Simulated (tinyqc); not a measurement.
Isotope effect over temperature: harmonic transition-state theory with quantum, tunnelling and friction corrections. Computed by tinyqc, a small Python program. Command: `OMP_NUM_THREADS=1 python tinyqc.py 3003001 3003002 out.jsonl rates walk`. One thread of a shared host (Intel(R) Xeon(R) Processor @ 2.30GHz), about 0.06 s of CPU time with the checks.

One atom hops between equivalent sites; three modes at the minimum and two real modes at the saddle are treated as harmonic, the rest of the crystal as unchanged; melting is ignored, so hot rows may lie above the melting point.

Inputs (values chosen for the exercise, modelled on interstitial hydrogen in silicon):
```
quantity,value,unit
barrier E_b,0.531,eV
imaginary frequency at the saddle nu_b,18.8,THz
temperature T,325,K
mass ratio of the heavier isotope,2,-
```

Lattice of sites: three-dimensional. Correction studied: isotope.

frequencies at the minimum (THz): [47.6, 49.2, 52.6]

real frequencies at the saddle (THz): [34.2, 45.7]

Constants: h x 1 THz = 4.135667696 meV; k_B = 8.617333262e-05 eV/K.

Method:
- Vineyard: nu* = product of minimum frequencies / product of real saddle frequencies; k_cl = nu* exp(-E_b/(k_B T)).
- Quantum harmonic: k_q = (k_B T/h) [prod 2 sinh(x_i/2) (minimum) / prod 2 sinh(x_j/2) (saddle)] exp(-E_b/(k_B T)), x = h nu/(k_B T).
- Zero-point correction to the barrier = (h/2)(sum of saddle frequencies - sum of minimum frequencies).
- With u = h nu_b/(k_B T): Wigner factor 1 + u^2/24; parabolic barrier (Bell) (u/2)/sin(u/2), valid above T_c = h nu_b/(2 pi k_B); symmetric Eckart barrier: kappa = int_0^infinity P(E) exp(-(E - E_b)/(k_B T)) dE/(k_B T), P = (cosh 2a - 1)/(cosh 2a + cosh 2d), a = alpha sqrt(E/E_b), alpha = 2 pi E_b/(h nu_b), 2d = 2 sqrt(alpha^2 - pi^2/4).
- All frequencies of the heavier isotope are divided by sqrt(mass ratio); each column is light over heavy.

zero-point correction = -143.714 meV

Rate ratios:
```
T (K),classical,quantum harmonic,with Eckart tunnelling
130,1.4142,42.834,342.22
160,1.4142,21.164,57.64
210,1.4142,10.205,16.42
260,1.4142,6.494,8.67
320,1.4142,4.538,5.45
490,1.4142,2.657,2.87
650,1.4142,2.106,2.20
980,1.4142,1.714,1.75
```

The classical ratio is sqrt(mass ratio) = 1.4142 at any T. The quantum ratio is 42.8337 in the coldest row, above it, as the minimum holds more zero-point energy than the saddle; tunnelling multiplies it by a further 7.989. In the hottest row the full ratio is 1.7495. Caution: rows below T_c rest on a separable one-dimensional tunnelling factor, which is unreliable there.

Extremes, crossings and ranges named in words are read from the listed rows.
